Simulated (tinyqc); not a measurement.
Equilibrium and kinetic segregation of a solute to boundaries and growing surfaces: one step, computed by the program tinyqc. Command: `OMP_NUM_THREADS=1 python tinyqc.py 3022262 3022263 out.jsonl segreg walk`. One thread of a shared host (Intel(R) Xeon(R) Processor @ 2.30GHz), about 0.01 s of CPU time with the checks.

Question. Segregation at a growing surface. Two-state exchange during growth, dilute: jump up r_u = nu exp(-E_b/(k_B T_g)), jump back r_d = r_u exp(-E_s/(k_B T_g)), nu = 1e13 1/s. In the time 1/R of one monolayer the share carried up is p = [r_u/(r_u + r_d)] [1 - exp(-(r_u + r_d)/R)]; the tail decays as p^n, length -1/ln p monolayers; the equilibrium limit has p = r_u/(r_u + r_d).

Inputs (values chosen for the exercise, modelled on phosphorus in polycrystalline silicon):
```
quantity                        value          unit
exchange barrier E_b             1.85            eV
surface segregation energy E_s   0.35            eV
growth temperature T_g            700             K
growth rate                     0.051  monolayers/s
```

Constants: k_B = 8.617333262e-05 eV/K.

Give: r_u; r_d; share carried up p; decay length.

Answer.

r_u = 0.47928 1/s

r_d = 0.0014478 1/s

share carried up p = 0.99691

decay length = 322.92 monolayers

Exchange and growth are comparable: the steep rise of the tail length between the kinetic and equilibrium regimes.
